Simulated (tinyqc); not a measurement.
Which roughness does what: X-ray reflectivity of a thin film on silicon: critical angles, Parratt recursion, fringes and roughness. Computed by tinyqc, a small Python program. Command: `OMP_NUM_THREADS=1 python tinyqc.py 3120515 3120516 out.jsonl xrr walk`. One thread of a shared host (Intel(R) Xeon(R) Processor @ 2.30GHz), about 0.01 s of CPU time with the checks.

n = 1 - delta + i beta; the classical electron radius is r_e = 2.8179403e-6 nm. Layer 0 is vacuum, 1 the film, 2 the substrate.

Inputs (values chosen for the exercise, modelled on TiN on silicon, copper K-alpha radiation):

| quantity | value | unit |
|---|---|---|
| wavelength lambda | 0.15406 | nm |
| film density rho | 4.98 | g/cm^3 |
| effective electrons per unit mass, film | 0.465 | mol/g |
| beta/delta, film | 0.074 | - |
| film thickness d | 38.5 | nm |
| roughness of the surface sigma_1 | 0.23 | nm |
| roughness of the interface sigma_2 | 0.34 | nm |
| substrate density | 2.33 | g/cm^3 |
| effective electrons per unit mass, substrate | 0.507 | mol/g |
| beta/delta, substrate | 0.023 | - |
| grazing angle theta | 2.43 | degrees |

Constants: N_A = 6.02214076e+23 1/mol.

Method:
- delta = r_e lambda^2 rho_e/(2 pi), rho_e = density x electrons per mass x N_A; critical angle sqrt(2 delta), q_c = 4 sqrt(pi r_e rho_e).
- k_j = (2 pi/lambda) sqrt(sin^2 theta - 2 delta_j + 2 i beta_j); r_ij = (k_i - k_j)/(k_i + k_j) x exp(-2 k_i k_j sigma^2) (Nevot-Croce); r = (r_01 + r_12 p)/(1 + r_01 r_12 p), p = exp(2 i k_1 d); R = |r|^2.
- Far above the critical angle the period is d theta = lambda/(2 d), or 2 pi/d in q; the envelope runs between (|r_01| - |r_12 p|)^2 and (|r_01| + |r_12 p|)^2; contrast = 2 a b/(a^2 + b^2) with a = |r_01|, b = |r_12 p|; roughness factors on the amplitudes are about exp(-q^2 sigma^2/2).
- R is averaged over one period above each angle (64 points); contrast = (max - min)/(max + min) of R theta^4 over that period. Cases: smooth; only sigma_1; only sigma_2; both.

period in theta = 0.114636 degrees

Constants:

| layer | rho_e (1/nm^3) | delta | beta | critical angle (degrees) | q_c (1/nm) |
|---|---|---|---|---|---|
| film | 1394.55 | 1.48445e-05 | 1.09849e-06 | 0.312191 | 0.444444 |
| substrate | 711.40 | 7.57263e-06 | 1.74170e-07 | 0.222977 | 0.317437 |

Mean R and contrast:

| theta (degrees) | R smooth | contrast | R, sigma_1 | contrast, sigma_1 | R, sigma_2 | contrast, sigma_2 | R, both | contrast, both |
|---|---|---|---|---|---|---|---|---|
| 0.8 | 1.6033e-03 | 0.69058 | 1.5099e-03 | 0.71068 | 1.5685e-03 | 0.65366 | 1.4752e-03 | 0.67379 |
| 1.2 | 3.0479e-04 | 0.72317 | 2.6627e-04 | 0.76890 | 2.9134e-04 | 0.63195 | 2.5275e-04 | 0.67815 |
| 1.8 | 6.3420e-05 | 0.74259 | 4.7457e-05 | 0.83325 | 5.7507e-05 | 0.55304 | 4.1579e-05 | 0.64487 |
| 2.5 | 1.7036e-05 | 0.75628 | 9.9359e-06 | 0.90922 | 1.4767e-05 | 0.40814 | 7.6679e-06 | 0.54416 |
| 3.5 | 4.6513e-06 | 0.76564 | 1.8397e-06 | 0.99572 | 3.8389e-06 | 0.21384 | 1.0371e-06 | 0.42234 |

What does the comparison show, and why?

At 2.5 degrees sigma_1 alone multiplies the mean R by 0.58 and sigma_2 alone by 0.87; the contrast goes from 0.76 (smooth) to 0.91 and 0.41.
